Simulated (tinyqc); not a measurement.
# Threshold-voltage variability of a planar MOSFET, analytic estimates: effects of single changes

Three independent sources add in quadrature: random dopants in the depleted layer, metal-gate grains of two orientations, and roughness of the two gate edges acting through the roll-off VT = VT(long) - Vr exp(-L/l). These are first-order estimates: no three-dimensional electrostatics, no percolation.

Parameters, values chosen for the exercise; material values close to those of silicon:
```
symbol    value   unit                                                 meaning
T           400      K                                             temperature
Eg         1.12     eV                                                band gap
eps_r      11.5                     relative permittivity of the semiconductor
Nc      4.25e19  cm^-3                  conduction-band density of states at T
Nv      4.13e19  cm^-3                     valence-band density of states at T
Na       1.1e18  cm^-3                                          channel doping
ti          1.7     nm                 oxide-equivalent thickness in inversion
L            25     nm                                             gate length
W            82     nm                                              gate width
G            15     nm                                        metal grain size
dW          0.3     eV  work-function difference of the two grain orientations
p           0.5               share of the orientation of higher work function
De          1.8     nm                          rms roughness of one gate edge
La           15     nm                     correlation length of the roughness
l           6.5     nm                  decay length of the threshold roll-off
Vr          1.6      V                               prefactor of the roll-off
```

Constants: q = 1.602176634e-19 C, kB = 1.380649e-23 J/K, Vt = kB T/q, eps0 = 8.8541878128e-14 F/cm where lengths are in cm. Results are converted to the units shown.

Each table varies one quantity; the others keep the values above.

## Effect of the gate length

ni = sqrt(Nc Nv) exp(-Eg/(2 Vt)), Eg in volts; Cox = 3.9 eps0/ti; Wd = sqrt(4 eps0 eps_r Vt ln(Na/ni)/(q Na)); dopants: s1 = (q/Cox) sqrt(Na Wd/(3 L W)). Grains: Ng = L W/G^2 (at least 1), s2 = dW sqrt(p (1 - p)/Ng). Edges, with exponential correlation and u = W/La: the mean gate length has sL^2 = 2 De^2 (2/u)[1 - (1 - exp(-u))/u]; s3 = sL (Vr/l) exp(-L/l). s = sqrt(s1^2 + s2^2 + s3^2). l and Vr are held fixed.

Effect of the gate length:
```
L (nm),s1 (mV),s2 (mV),s3 (mV),s (mV),s sqrt(L W) (mV um)
15,24.24,64.15,34.10,76.59,2.686
18,22.13,58.57,21.49,66.19,2.543
22,20.02,52.97,11.62,57.81,2.455
26,18.41,48.73,6.278,52.47,2.423
32,16.60,43.92,2.494,47.02,2.409
38,15.23,40.31,0.9909,43.10,2.406
46,13.84,36.64,0.2894,39.16,2.405
55,12.66,33.50,0.07247,35.82,2.405
```

What does the table show?

As L goes from 15 to 55 nm, s falls from 76.6 to 35.8 mV. The grains are the largest source in the first and the last row. The product s sqrt(L W) falls from 2.69 to 2.41 mV um: s1 and s2 go as 1/sqrt(L W), so the change comes from s3 alone. For L = 15 to 26 nm the depletion depth exceeds L, so source and drain share much of the charge and s1 is rough.

## Scaling length and width together

Same model as above.

l and Vr are held fixed. W = 3.28 L in every row; l is held fixed.

Scaling length and width together:
```
L (nm),s1 (mV),s2 (mV),s3 (mV),s (mV),s sqrt(L W) (mV um)
16,29.341,77.647,34.359,89.836,2.6032
20,23.473,62.118,17.189,68.593,2.4846
24,19.561,51.765,8.6762,56.013,2.4347
30,15.649,41.412,3.1533,44.382,2.4114
37,12.688,33.577,0.98342,35.908,2.4062
45,10.433,27.608,0.26369,29.514,2.4054
55,8.5357,22.588,0.051735,24.147,2.4053
```

Read the table: what changes, and by how much?

As L goes from 16 to 55 nm, s falls from 89.8 to 24.1 mV. The grains are the largest source in the first and the last row. The product s sqrt(L W) falls from 2.60 to 2.41 mV um: s1 and s2 go as 1/sqrt(L W), so the change comes from s3 alone. At L = 16 nm the gate holds under four grains, so the work function takes a few discrete values. For L = 16 to 30 nm the depletion depth exceeds L, so source and drain share much of the charge and s1 is rough.

## Effect of the channel doping

Same model as above.

l and Vr are held fixed.

The same in every row: s2 (mV) = 49.69; s3 (mV) = 7.322.

Effect of the channel doping:
```
Na (cm^-3),s1 (mV),s (mV),s sqrt(L W) (mV um)
1.5e17,10.93,51.41,2.328
2.6e17,12.70,51.81,2.346
4.7e17,14.92,52.40,2.372
8.2e17,17.35,53.14,2.406
1.5e18,20.42,54.22,2.455
2.6e18,23.67,55.53,2.514
4.5e18,27.42,57.23,2.591
8e18,31.99,59.55,2.696
```

Read the table: what changes, and by how much?

As Na goes from 1.5e17 to 8e18 cm^-3, s rises from 51.4 to 59.6 mV. The grains are the largest source in the first and the last row. s1 goes on average as Na^(0.27), near the 1/4 expected from Na Wd. For Na = 1.5e17 to 1.5e18 cm^-3 the depletion depth exceeds L, so source and drain share much of the charge and s1 is rough.

Numbers from tinyqc (`OMP_NUM_THREADS=1 python tinyqc.py 2090171 2090172 out.jsonl`; about 0.01 s on one thread of a shared Intel Xeon 2.30GHz).
